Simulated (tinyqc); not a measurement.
Surface orientation and number of bands: six-band hole subbands of a thin body in a field.

Basis X, Y, Z times spin, hole energies counted downwards from the unstrained edge (the hydrostatic shift is left out), c = hbar^2/2m0. For a symmetric tensor T let C(T) have C_XX = L Txx + M (Tyy + Tzz), C_XY = N Txy (cyclic), L = c (g1 + 4 g2), M = c (g1 - 2 g2), N = 6 c g3. k = q + kz n, n the unit normal, q = k1 u + k2 v with u along the channel [1-10] and v = n x u. H = C(k k^T) + (Dso/3)(1 - L.sigma) - B + e F z with (L_k)_ij = -i epsilon_kij; B is the block C built from the traceless strain with 2b, -b and sqrt(3) d in place of L, M, N. Strain: exx = eyy = (s11 + s12) sx/2, ezz = s12 sx, exy = -s44 sx/4. Hard walls at z = 0 and t; basis sin(j pi z/t), j = 1 to Nz: kz^2 = (j pi/t)^2, kz = -i D with D_jl = 4 j l/(t (j^2 - l^2)), z_jj = t/2 and z_jl = -8 t j l/(pi (j^2 - l^2))^2 for j + l odd; 1 MV/cm = 0.01 eV/angstrom.

Nz = 14. E1 is the top subband at q = 0, gap the distance to the next pair, and the masses are c q^2/(E(q) - E1) at |q| = 0.02 1/angstrom (mean of the spin pair) along the channel [1-10] and across it in the plane; a dash marks a band that does not rise.

Constants: hbar^2/2m0 = 3.80998211 eV angstrom^2.

Parameters, chosen for this exercise (near those of a p-type Si channel; not measured data): g1 = 4.28 (Luttinger gamma1); g2 = 0.34 (gamma2); g3 = 1.44 (gamma3); Dso = 0.044 eV (spin-orbit splitting); b = -2.13 eV (tetragonal potential); d = -4.88 eV (trigonal potential); S = (7.71, -2.17, 12.48) 1/TPa (compliances s11, s12, s44); t = 95 angstrom (body thickness); F = 0 MV/cm (field across the body); sx = -0.5 GPa (stress along the channel [1-10], negative in compression).

Three faces, six bands; and four bands, with Dso set to 1000 eV.

Results:
```
case           E1 (meV)  gap (meV)  m channel  m across
(001) 6 bands       3.2       24.8      0.176     1.284
(001) 4 bands       6.7       22.2      0.201     0.610
(110) 6 bands      -8.6        6.5      0.121     0.281
(110) 4 bands      -0.6       22.7      0.148     0.294
(111) 6 bands      -5.2       18.1      0.143     0.583
(111) 4 bands      -0.5       18.8      0.167     0.241
```

What does the comparison show, and why?

With six bands the top subband is shallowest on (110) (-8.6 meV) and deepest on (001). Without the stress E1 would be 15.0, 6.0 and 5.8 meV, so the stress moves it by -11.8, -14.6 and -11.0 meV. The lightest channel mass is on (110) (0.121 m0). Dropping the split-off band moves E1 by 3.6, 8.0 and 4.7 meV and the gap by -2.5, 16.3 and 0.7 meV on the three faces, with Dso = 44 meV.

tinyqc: `OMP_NUM_THREADS=1 python tinyqc.py 1280106 1280107 out.jsonl`; about 0.3 s, one thread, shared Intel(R) Xeon(R) Processor @ 2.30GHz.
